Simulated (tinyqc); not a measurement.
## A double barrier with mass mismatch, transfer matrices: resonance against the width of both barriers

One electron of energy E comes from the left lead (band edge 0); no transverse momentum. Parabolic bands, masses in units of m0, C = hbar^2/(2 m0); psi and psi'/m are continuous at every interface. Barrier d1, well Lw, barrier d2; the right lead equals the left one.

Both barriers are given the width d1. For the pair (psi, psi'/m) a flat layer has M = [[cos kd, (m/k) sin kd], [-(k/m) sin kd, cos kd]] with k = sqrt(m (E - U)/C) above its edge U, and M = [[cosh Kd, (m/K) sinh Kd], [(K/m) sinh Kd, cosh Kd]] with K = sqrt(m (U - E)/C) below it. The matrices are multiplied with later layers to the left. With M acting on (psi, psi'/m) and v = k/m in each lead, T(E) = 4 vL vR/[(vL vR M12 - M21)^2 + (vR M11 + vL M22)^2]. The lowest resonance is the first maximum of T(E); its width is the full width at half maximum, and tau = hbar/width.

Values chosen for this exercise; masses and offsets of a made-up heterostructure:
- mL = 0.05 m0 (mass in the left lead)
- U1 = 0.33 eV (barrier height)
- m1 = 0.095 m0 (barrier mass)
- Lw = 6.7 nm (well width (edge 0, mass mL))

Constants: q = 1.602176634e-19 C, hbar = 1.054571817e-34 J s, m0 = 9.1093837015e-31 kg, hbar^2/(2 m0) = 0.0380998212 eV nm^2. Results are converted to the units shown.

The same in every row: peak T(E) = 1.000.

Results:
```
d1 (nm),E_r (eV),width (meV),tau (fs)
0.9,0.05837,40.47,16.26
1.5,0.06206,12.89,51.07
1.8,0.06296,7.761,84.81
2.1,0.06353,4.725,139.3
2.4,0.06388,2.890,227.7
2.7,0.06410,1.772,371.5
```

Estimate the missing row, d1 = 1.2 nm.

Computed row:
```
d1 (nm),E_r (eV),width (meV),tau (fs)
1.2,0.06062,21.98,29.95
```

With this row back in the table: The width falls from 40.5 to 1.77 meV and tau rises from 16.3 to 372 fs, while the peak T(E) stays at 1 for this symmetric structure. Between the last two rows ln(width) falls by 1.63 a nanometre, against 2K = 1.63 1/nm at E_r.

tinyqc, about 0.03 s, one thread, Intel Xeon 2.30GHz (shared host): `OMP_NUM_THREADS=1 python tinyqc.py 2560020 2560021 out.jsonl`
